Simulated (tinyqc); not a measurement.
# Gain factor and gap resistance from two string resistances

Question. At small bit-line voltage each of the 96 cells has the resistance 1/(K x) at overdrive x (no mobility reduction) in series with a gap resistance Rg. Find K, Rg and the share of the gaps at the higher overdrive.

resistance of a string of 96 equal cells at overdrives of 3.6 and 8.5 V (kohm): 6964.8650  3215.4628

Solution. The resistance per cell is a straight line in 1/x with slope 1/K and intercept Rg.

K = 4.100 uA/V^2
Rg = 4.800 kohm
share of the gaps = 14.33 %

Program tinyqc, `OMP_NUM_THREADS=1 python tinyqc.py 2142057 2142058 out.jsonl`; Intel Xeon 2.30GHz, shared host, one thread, about 0.4 s.
